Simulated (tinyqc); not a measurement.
Deep level as a short-range spherical well, step by step. Values are carried at full precision from step to step, so a last printed digit may differ when a step is redone from the rounded ones.

A spherical well of radius R and depth V0 below the conduction edge, one mass m, c = hbar^2/2m0. The s level at binding Et solves k cot(k R) = -kappa with k = sqrt(m (V0 - Et)/c), kappa = sqrt(m Et/c); it exists for V0 > Vc = c (pi/2R)^2/m. Outside, psi falls as exp(-kappa r)/r.

Constants: hbar^2/2m0 = 3.80998211 eV angstrom^2; fine-structure constant alpha = 0.007297352564; hc = 1239.841984 eV nm; kB = 8.617333262e-05 eV/K; hbar = 6.58211957e-16 eV s.

Inputs chosen for the exercise (near those of Ge; shifted at random, so the results belong to these values and not to a real crystal):
- R = 3.8 angstrom (radius of the well)
- V0 = 7.11 eV (depth of the well)
- m = 0.114 m0 (mass)
- n_r = 4.08 (refractive index)
- gv = 4 (valleys)
- sn = 0.48 x 1e-16 cm^2 (capture cross-section)
- T = 350 K (temperature)

## The bound level

Solve for Et; the share outside is [sin^2(kR)/(2 kappa)]/[sin^2(kR)/(2 kappa) + R/2 - sin(2kR)/(4k)].

Et = 0.1796 eV
k = 0.4554 1/angstrom
kappa = 0.0733 1/angstrom
share outside = 0.762
Vc = 5.711 eV

The well is 1.25 times the critical depth. Since dEt/dV0 equals the share inside, 0.24, a 1 % change of V0 moves Et by 9.4 %. The decay length is 13.6 angstrom, 3.6 times R.

## Peak of the photo-ionisation cross-section

Lucovsky model (delta well, plane-wave final states, no local-field factor): sigma = (32 pi alpha c/(3 n_r m Et)) (x - 1)^(3/2)/x^3, x = h nu/Et, c = hbar^2/2m0; 1 angstrom^2 = 1e-16 cm^2.

The maximum lies at x = 2. Give the photon energy, its wavelength and sigma there.

h nu = 0.359 eV
wavelength = 3451 nm
sigma = 139 x 1e-18 cm^2

With 76 % of the state outside the well the delta-well form is a fair model.

## Thermal emission

Thermal emission e = sn v Nc exp(-Et/kB T), v = sqrt(6 c kB T/m)/hbar, Nc = 2 gv (m kB T/(4 pi c))^(3/2), c = hbar^2/2m0, one mass for both, degeneracy ratio 1; 1 angstrom = 1e-8 cm.

Give v, Nc, e and 1/e.

v = 3.736 x 1e7 cm/s
Nc = 4.869 x 1e18/cm^3
e = 2.26e+07 1/s
1/e = 4.42e-08 s

## Checks

- Et from the radial equation on a grid against the matching condition, eV: both 0.18.

Run: tinyqc, `OMP_NUM_THREADS=1 python tinyqc.py 1251042 1251043 out.jsonl`; Intel(R) Xeon(R) Processor @ 2.30GHz, one thread, shared host; about 0.01 s of CPU time with all checks.
